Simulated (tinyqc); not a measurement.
MOSFET in saturation, small-signal circuit and noise: two steps of the calculation.

Bias by the inversion coefficient IC = I/Ispec (charge-based model with velocity saturation; weak inversion below 0.1, strong above 10). Common-source circuit: gm, gds, Cgs, Cgd and Cj at the inner nodes, Rg in series with the gate; quasi-static, no source or drain resistance, no gate-body capacitance, no substrate network, no induced gate noise, so fmax is an upper estimate.

Parameters, values chosen for the exercise:
```
symbol,value,unit,meaning
T,325,K,temperature
L,90,nm,gate length
W,20,um,total gate width
Cox,2.23,uF/cm^2,gate capacitance
mu,350,cm^2/(V s),mobility
n,1.28,,slope factor
Ls,15,nm,velocity-saturation length
Cov,0.2,fF/um,overlap and fringe capacitance per side
Cj,0.48,fF/um,drain junction capacitance
Rsh,5,ohm,sheet resistance of the gate
Wf,1,um,finger width
Rc,100,ohm um,gate contact and vertical resistance
IC,1.3,,inversion coefficient
gw,0.13,,short-channel excess of the noise factor
Nt,9.3e17,cm^-3 eV^-1,oxide trap density
lt,0.1,nm,tunnelling length into the oxide
ac,0,V s/C,Coulomb scattering coefficient
```

Constants: q = 1.602176634e-19 C, kB = 1.380649e-23 J/K, Vt = kB T/q. Results are converted to the units shown.

Task 1. Capacitances, gate resistance and cut-off frequencies. qs = [sqrt(1 + 4 IC) - 1]/2, Cgs = Cox W L qs (2 qs + 3)/(3 (qs + 1)^2) + Cov W, Cgd = Cov W, Cd = Cj W, Rg = Rsh (Wf/L)/(12 Nf) + Rc/W with Nf = W/Wf fingers (not rounded) contacted at both ends. fT = gm/(2 pi (Cgs + Cgd)), fmax = fT/(2 sqrt(Rg (gds + 2 pi fT Cgd))).

gm = 6.9887901 mS
gds = 0.41233862 mS

Wanted: Cgs; Cgd; Cd; Rg; fT; fmax.

Result 1.

Cgs = 18.698 fF
Cgd = 4.0000 fF
Cd = 9.6000 fF
Rg = 5.2315 ohm
fT = 49.004 GHz
fmax = 264.21 GHz

Overlap and fringe make up 35.2 % of the gate capacitance; fmax is 5.39 times fT.

Task 2. Noise at the gate. Channel noise Sid = 4 kB T gam n gm with gam = (1/2 + (2/3) qs)/(1 + qs) + gw lc IC, qs = [sqrt(1 + 4 IC) - 1]/2, lc = Ls/L (the last term an empirical rise with velocity saturation); at the gate, white noise Sw = Sid/gm^2 + 4 kB T Rg. Number fluctuation with correlated mobility: S(f) = K/f, K = q^2 Vt lt Nt/(W L Cox^2) (1 + ac mu Cox I/gm)^2, Vt in eV with Nt per eV. Corner fc = K/Sw. Full shot noise would be 2 q I.

I = 452.74766 uA
gm = 6.9887901 mS
Rg = 5.2314815 ohm

Give: gam; Sid; Sid/(2 q I); sqrt(Sw); K; fc.

Result 2.

gam = 0.59932
Sid = 9.6227e-23 A^2/Hz
Sid/(2 q I) = 0.66329
sqrt(Sw) = 1.4367 nV/Hz^0.5
K = 7.4693e-11 V^2
fc = 36.188 MHz

The gate resistance gives 4.5 % of the white noise power.

Computed by the program tinyqc: `OMP_NUM_THREADS=1 python tinyqc.py 2150007 2150008 out.jsonl`, one thread of a shared Intel Xeon 2.30GHz, about 0.01 s for the whole run.
